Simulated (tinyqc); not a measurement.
What the corrections do to the levels: formation energy of a charged point defect from supercell energies. Computed by tinyqc, a small Python program. Command: `OMP_NUM_THREADS=1 python tinyqc.py 3018370 3018371 out.jsonl formation walk`. One thread of a shared host (Intel(R) Xeon(R) Processor @ 2.30GHz), about 0.01 s of CPU time with the checks.

The host is a compound AB. Making the defect adds n_A = 1, n_B = -1 atoms to the cell. All total energies are inputs. E_F is counted from the valence-band maximum (VBM); x = 0 is A-rich and x = 1 B-rich growth.

Inputs (values chosen for the exercise, for a model compound AB):
```
quantity,value,unit
E_VBM of the host cell,2.818,eV
potential alignment dV,-0.14,eV
dielectric constant eps,9.49,-
cell length L,19.7,angstrom
mu_A of the pure element,-3.74,eV
mu_B of the pure element,-4.256,eV
formation enthalpy dH of AB,-2.13,eV
growth condition x,0.87,-
```

Defect: A on a B site. Supercell lattice: sc.

charge states q: [1, 0, -1, -2]

E(defect, q) - E(host), in the order of q (eV): [-2.648, 2.416, 6.17, 11.291]

Constants: e^2/(4 pi eps_0) = 14.39964548 eV angstrom.

Method:
- dmu_A = x dH and dmu_B = (1 - x) dH, so that dmu_A + dmu_B = dH; mu = mu(element) + dmu.
- The reservoir term is sum n_i mu_i.
- Image-charge correction of a point charge in a neutralising background: E_corr = q^2 alpha e^2/(4 pi eps_0) / (2 eps L), alpha = 2.837297 for a sc array with L the cube root of the volume.
- E_f(q, E_F) = [E(defect, q) - E(host)] - sum n_i mu_i + q (E_VBM + dV + E_F) + E_corr(q).
- Levels eps(q/q-1) with the terms q dV and E_corr left out or kept.

E_f(q, 0) (eV): (q=+1) 1.19947, (q=0) 3.47620, (q=-1) 4.66147, (q=-2) 7.43227

E_corr (eV): (q=+1) 0.109268, (q=0) 0.000000, (q=-1) 0.109268, (q=-2) 0.437073

Levels above the VBM (eV):
```
level,raw,with alignment,with image charge,with both
(+1/0),2.246,2.386,2.1367,2.2767
(0/-1),0.936,1.076,1.0453,1.1853
(-1/-2),2.303,2.443,2.6308,2.7708
```

What does the comparison show, and why?

Alignment moves every level by -dV = +0.140 eV. The image term moves eps(q/q-1) by (1 - 2q) E_corr(1): (+1/0) by -0.109, (0/-1) by +0.109, (-1/-2) by +0.328 eV, donor levels down and acceptor levels up. It adds 2 E_corr(1) = 0.219 eV to every U.

Extremes, crossings and ranges named in words are read from the listed rows.
